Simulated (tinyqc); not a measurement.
# Inputs raised by 2 %, one at a time

Model: solubility, supersaturation, precipitation and gettering of an impurity in a silicon-like host. Computed by tinyqc, a small Python program. Command: `OMP_NUM_THREADS=1 python tinyqc.py 3030370 3030371 out.jsonl ripen sens`. One thread of a shared host (Intel(R) Xeon(R) Processor @ 2.30GHz), about 0.01 s of CPU time with the checks.

The wafer was saturated at T1 and is then held at T.

Inputs (values chosen for the exercise, for a model impurity):

| quantity | value | unit |
|---|---|---|
| site density N0 | 5e+22 | 1/cm^3 |
| enthalpy of solution H | 2.52 | eV |
| entropy of solution S | 7.1 | k_B |
| diffusion prefactor D0 | 0.0011 | cm^2/s |
| migration energy Q | 0.593 | eV |
| temperature of saturation T1 | 1225 | K |
| anneal temperature T | 986 | K |
| sink density n | 5.7e+10 | 1/cm^3 |
| initial sink radius r0 | 5.3 | nm |
| impurity density in the precipitate C_p | 4.7e+22 | 1/cm^3 |
| interface energy gamma | 0.54 | J/m^2 |
| anneal time t | 22 | s |

Constants: k_B = 8.617333262e-05 eV/K; k_B = 1.380649e-23 J/K.

Method:
- C_eq(T) = N0 exp(S/k_B - H/(k_B T)); D(T) = D0 exp(-Q/(k_B T)); C0 = C_eq(T1). Supersaturation s = C0/C_eq(T); critical radius r* = 2 gamma/(C_p k_B T ln s); barrier W* = (4 pi/3) gamma r*^2. Strain energy is left out.
- tau0 = 1/(4 pi n r0 D); C_fixed(t) = C_eq + (C0 - C_eq) exp(-t/tau0). If all excess precipitates, the final radius is r_f = [r0^3 + 3 (C0 - C_eq)/(4 pi n C_p)]^(1/3), with tau_f = 1/(4 pi n r_f D).
- Growing sinks: with y = r/r_f and y0 = r0/r_f, dy/dt = (1 - y^3)/(3 tau_f y), which integrates to t/tau_f = F(y) - F(y0), F(y) = (1/2) ln[(1 + y + y^2)/(1 - y)^2] - sqrt(3) arctan[(2y + 1)/sqrt(3)]; the share of the excess left is (1 - y^3)/(1 - y0^3), and C(t) = C_eq + (C0 - C_eq) x share.

Runs:

| input moved | from | to | supersaturation s | final radius r_f (nm) | critical radius r* (nm) | radius at t (nm) |
|---|---|---|---|---|---|---|
| base run | - | - | 325.86 | 7.2421 | 0.29171 | 7.2421 |
| enthalpy of solution H (eV) | 2.52 | 2.5704 | 365.84 | 6.6358 | 0.28599 | 6.6358 |
| entropy of solution S (k_B) | 7.1 | 7.242 | 325.86 | 7.4594 | 0.29171 | 7.4594 |
| diffusion prefactor D0 (cm^2/s) | 0.0011 | 0.001122 | 325.86 | 7.2421 | 0.29171 | 7.2421 |
| migration energy Q (eV) | 0.593 | 0.60486 | 325.86 | 7.2421 | 0.29171 | 7.2420 |
| sink density n (1/cm^3) | 5.7e+10 | 5.814e+10 | 325.86 | 7.2132 | 0.29171 | 7.2132 |
| initial sink radius r0 (nm) | 5.3 | 5.406 | 325.86 | 7.2995 | 0.29171 | 7.2995 |
| anneal time t (s) | 22 | 22.44 | 325.86 | 7.2421 | 0.29171 | 7.2421 |

Exponents ln(y'/y) / ln(x'/x):

| input | supersaturation s | final radius r_f | critical radius r* | radius at t |
|---|---|---|---|---|
| enthalpy of solution H | 5.844 | -4.415 | -1 | -4.415 |
| entropy of solution S | 0.000 | 1.493 | 0 | 1.493 |
| diffusion prefactor D0 | 0.000 | 0.000 | 0 | 0.000 |
| migration energy Q | 0.000 | 0.000 | 0 | 0.000 |
| sink density n | 0.000 | -0.202 | 0 | -0.202 |
| initial sink radius r0 | 0.000 | 0.399 | 0 | 0.399 |
| anneal time t | 0.000 | 0.000 | 0 | 0.000 |

Among the inputs moved here: supersaturation s answers most in size to enthalpy of solution H (exponent +5.844); its exponent is below 0.0005 for entropy of solution S, diffusion prefactor D0, migration energy Q, sink density n, initial sink radius r0, anneal time t. Final radius r_f answers most in size to enthalpy of solution H (exponent -4.415), next to entropy of solution S (+1.493); its exponent is below 0.0005 for diffusion prefactor D0, migration energy Q, anneal time t. Critical radius r* answers most in size to enthalpy of solution H (exponent -1.000); its exponent is below 0.0005 for entropy of solution S, diffusion prefactor D0, migration energy Q, sink density n, initial sink radius r0, anneal time t. Radius at t answers most in size to enthalpy of solution H (exponent -4.415), next to entropy of solution S (+1.493); its exponent is below 0.0005 for diffusion prefactor D0, migration energy Q, anneal time t. Its exponent 0.000 in anneal time t: not yet started, or complete.

Caution (all rows): the barrier to homogeneous nucleation is below 35 k_B T for these inputs, so new precipitates would form and outnumber the fixed sinks assumed here. Caution (all rows): a critical radius of atomic size is outside the capillary model.
